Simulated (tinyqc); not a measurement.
Worked calculation: CIS on RHF in the sto-3g basis, for H2, spin multiplicity 1. One step of it, computed by the program tinyqc.

Task: Iteration 3 (converged): orbitals. Diagonalise F' = X^T F X, C = X C', fill 1 alpha and 1 beta electrons from the bottom; D = 2 C_occ C_occ^T. Each column has its largest component positive (the first on a tie).

converged F (hartree):
```
           1H 1s      2H 1s
1H 1s  -0.349178  -0.579768
2H 1s  -0.579768  -0.349178
```

X:
```
           1H 1s      2H 1s
1H 1s   1.224063  -0.443262
2H 1s  -0.443262   1.224063
```

Give: F' = X^T F X; orbital energies; coefficients C; D after iteration 3.

Result:

F' = X^T F X (hartree):
```
         1        2
1   0.0374  -0.6037
2  -0.6037   0.0374
```

orbital energies (hartree): MO1 -0.5663, MO2 0.6410

coefficients C:
```
          MO1      MO2
1H 1s  0.5521   1.1790
2H 1s  0.5521  -1.1790
```

D after iteration 3:
```
        1H 1s   2H 1s
1H 1s  0.6097  0.6097
2H 1s  0.6097  0.6097
```
